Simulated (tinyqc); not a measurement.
Bias-temperature instability, empirical power law with universal recovery: two steps of the calculation.

Threshold-voltage shift at the end of a stress: dV = A (V/V0)^g exp[-(Ea q/kB)(1/T - 1/T0)] (t/1 s)^n. After a delay tr the permanent share pp stays and the rest falls by r = 1/(1 + B (tr/t)^be). An empirical model: its parameters are fits, not properties.

Inputs (values chosen for the exercise): reference stress voltage V0 = 1.7 V; reference temperature T0 = 373 K; shift after 1 s at V0 and T0 A = 22 mV; time exponent n = 0.21; voltage exponent g = 4.7; apparent activation energy of the shift Ea = 0.15 eV; permanent share pp = 0.24; recovery scale B = 1.6; recovery dispersion be = 0.15; use voltage V = 1.05 V; use temperature T = 358 K; failure criterion dc = 50 mV; delay before the measurement tr = 1 s.

Constants: q = 1.602176634e-19 C, kB = 1.380649e-23 J/K. Results are converted to the units shown.

Problem 1. Shift and lifetime at use conditions. The lifetime solves dV = dc; ten years are 3.15576e8 s.

Wanted: voltage factor; temperature factor; shift after ten years; lifetime; largest voltage for ten years.

Solution 1.

voltage factor = 0.1039
temperature factor = 0.8224
shift after ten years = 114.5 mV
lifetime = 0.1934 years
largest voltage for ten years = 0.8803 V

The device fails: the shift at ten years is above dc. In time the voltage exponent is g/n = 22.4 and the activation energy Ea/n = 0.714 eV.

Problem 2. What a delayed measurement sees. At V0 and T0, measured shift = dV [pp + (1 - pp) r]; the apparent exponent is the slope of ln(shift) against ln t between the first and last point.

t, point 0 to 2 (s): [10, 100, 1000]

Wanted: dV; share left; measured; apparent n.

Solution 2.

| point | dV (mV) | share left | measured (mV) |
|---|---|---|---|
| 0 | 35.68 | 0.5964 | 21.28 |
| 1 | 57.87 | 0.6618 | 38.29 |
| 2 | 93.85 | 0.7248 | 68.02 |

apparent n = 0.2524

The delay hides 27.5 % of the last shift and raises the exponent from 0.21 to 0.252, since short stresses recover by a larger share.

Program tinyqc, `OMP_NUM_THREADS=1 python tinyqc.py 2070045 2070046 out.jsonl`; Intel Xeon 2.30GHz, shared host, one thread, about 0.01 s.
